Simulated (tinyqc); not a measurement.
# Worked calculation: free and trapped electrons in a MOS channel with a dense trap tail

tinyqc, about 0.02 s, one thread, Intel Xeon 2.30GHz (shared host): `OMP_NUM_THREADS=1 python tinyqc.py 2222064 2222065 out.jsonl` Printed values are rounded.

p-type body, charge-sheet picture, full ionisation (an idealisation for deep acceptors), Boltzmann statistics for free electrons. e = Ec - EF at the surface. Acceptor-like traps of density D(E) = D0 + De exp(-E/Ew) at depth E below Ec, from 0 to Eu, hold n_t = integral of D(E)/(1 + exp((e - E)/Vt)). psi = Eg - Vt ln(Nv/Na) - e; N_dep = sqrt(2 eps0 eps_r Na (psi - Vt)/q); n_f = sqrt(N_dep^2 + 2 eps0 eps_r Vt Nc exp(-e/Vt)/q) - N_dep; Vg = Vfb + psi + q (N_dep + n_t + n_f)/Cox, Cox = eps0 eox/tox.

Inputs (values chosen for the exercise); band and dielectric values close to those of silicon:
```
symbol,value,unit,meaning
T,250,K,temperature
Eg,1.13,eV,band gap
eps_r,11.7,,relative permittivity
Nc,2.14e19,cm^-3,conduction-band density of states at T
Nv,2.03e19,cm^-3,valence-band density of states at T
eox,3.9,,relative permittivity of the insulator
tox,58,nm,insulator thickness
Na,4.3e15,cm^-3,acceptor density
Vfb,-0.89,V,flat-band voltage without trapped charge
D0,9.6e10,cm^-2 eV^-1,constant background density of acceptor-like traps
De,2.6e13,cm^-2 eV^-1,density of the tail at the conduction edge
Ew,0.06,eV,decay energy of the tail
Eu,0.6,eV,depth below Ec down to which the traps reach
mf,110,cm^2/(V s),mobility of free electrons
e,0.079,eV,Ec - EF at the surface
```

Constants: q = 1.602176634e-19 C, kB = 1.380649e-23 J/K, Vt = kB T/q, eps0 = 8.8541878128e-14 F/cm where lengths are in cm. Results are converted to the units shown.

## Trapped charge

Trapezoid rule on 14 equal steps from 0 to Eu, f = 1/(1 + exp((e - E)/Vt)).

| point | E (eV) | D(E) f (cm^-2 eV^-1) |
|---|---|---|
| 0 | 0 | 6.501989e11 |
| 1 | 0.04285714 | 2.018545e12 |
| 2 | 0.08571429 | 3.652481e12 |
| 3 | 0.1285714 | 2.859861e12 |
| 4 | 0.1714286 | 1.567770e12 |
| 5 | 0.2142857 | 8.254603e11 |
| 6 | 0.2571429 | 4.537421e11 |
| 7 | 0.3 | 2.711771e11 |
| 8 | 0.3428571 | 1.817603e11 |
| 9 | 0.3857143 | 1.379836e11 |
| 10 | 0.4285714 | 1.165527e11 |
| 11 | 0.4714286 | 1.060614e11 |
| 12 | 0.5142857 | 1.009255e11 |
| 13 | 0.5571429 | 9.841123e10 |
| 14 | 0.6 | 9.718040e10 |

n_t = 5.470466e11 cm^-2

With 1600 steps n_t = 5.498e11 cm^-2; the coarse value is 0.49 % below it.

## Charges and gate voltage

psi, N_dep, n_f and Vg as defined, with the n_t given; free share n_f/(n_f + n_t); apparent mobility mf n_f/(n_f + n_t); gate voltage spent on traps q n_t/Cox.

psi = 0.8687485 V
N_dep = 2.170479e11 cm^-2
n_f = 2.295489e11 cm^-2
Vg = 2.652713 V
free share = 29.55836 %
apparent mobility = 32.51420 cm^2/(V s)
gate voltage spent on traps = 1.472141 V
